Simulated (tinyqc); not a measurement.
Width of the inclusion: polytypes by hexagonality, and a cubic inclusion as a quantum well.

Gap: E3 + (E2 - E3) h. Valence top Ev2 h and polarisation P2 h, both counted from 3C; Ec = Ev + gap.

A cubic inclusion of width L = N d in the host (h = 1) is a well of depth V = Ec(host) - Ec(3C). Square well with mass mismatch: k tan(k L/2) = (m_w/m_b) q, k = sqrt(m_w E/c), q = sqrt(m_b (V - E)/c), c = hbar^2/2m0, lowest root. The depth of the level, V - E, is its binding, and the transition to the valence top of the host is gap(host) - (V - E). The step in polarisation gives a field |F| = |P|/(eps eps0) in a thin inclusion, eps0 = 8.8541878e-12 F/m.

Constants: hbar^2/2m0 = 3.80998211 eV angstrom^2.

Values chosen for the exercise (of the order of those of InAs; not measured data):

| symbol | value | unit | meaning |
|---|---|---|---|
| E3 | 0.416 | eV | gap of the cubic polytype |
| E2 | 0.455 | eV | gap of 2H |
| Ev2 | 0.054 | eV | valence top of 2H above that of 3C |
| P2 | 0.0019 | C/m^2 | spontaneous polarisation of 2H |
| m | (0.028, 0.027) | m0 | electron mass along c in the cubic layer and in the host |
| d | 3.492 | angstrom | thickness of a double layer |
| eps | 14.9 |  | dielectric constant |

Without the field: square well. With it, the potential inside is |F| (z - L/2), the host conduction edge lies at V - |F| L/2 on one side and V + |F| L/2 on the other, and the lowest level E_F is found by finite differences (step 0.25 angstrom, wide box, good to about 1 meV). Holes sit in the host on the high side, so the transition is gap(host) - V + E_F - |F| L/2. A dash: bound by less than 2 meV or not at all.

Results:

| N | L (angstrom) | depth (eV) | transition (eV) | depth below the low side, with field (eV) | transition with field (eV) |
|---|---|---|---|---|---|
| 2 | 6.98 | 0.001 | 0.454 | - | - |
| 4 | 13.97 | 0.003 | 0.452 | - | - |
| 6 | 20.95 | 0.006 | 0.449 | - | - |
| 10 | 34.92 | 0.015 | 0.440 | - | - |
| 15 | 52.38 | 0.027 | 0.428 | 0.003 | 0.377 |
| 30 | 104.76 | 0.055 | 0.400 | 0.007 | 0.297 |

Give the missing row, N = 20, L (angstrom) = 69.84.

Computed row:
```
N   L (angstrom)  depth (eV)  transition (eV)  depth below the low side, with field (eV)  transition with field (eV)
20         69.84       0.038            0.417                                      0.005                       0.350
```

The square well binds a level even at N = 2 (1 meV), as any symmetric one-dimensional well does; the depth grows to 55 of 93 meV, and the transition tends to E3 - Ev(host) = 0.362 eV. With the field the level is bound by 2 meV or more for N = 15, 20 and 30, and the transition is lowered by 51 meV at N = 15 and 103 meV at N = 30, where |F| L/2 = 75 meV. Free carriers or surface charge screen the field and the step between the two sides; with the field removed every row returns to its square-well depth, and the attraction to the hole, left out here, binds the electron further.

Run: tinyqc, `OMP_NUM_THREADS=1 python tinyqc.py 1880347 1880348 out.jsonl`; Intel(R) Xeon(R) Processor @ 2.30GHz, one thread, shared host; about 0.1 s of CPU time with all checks.
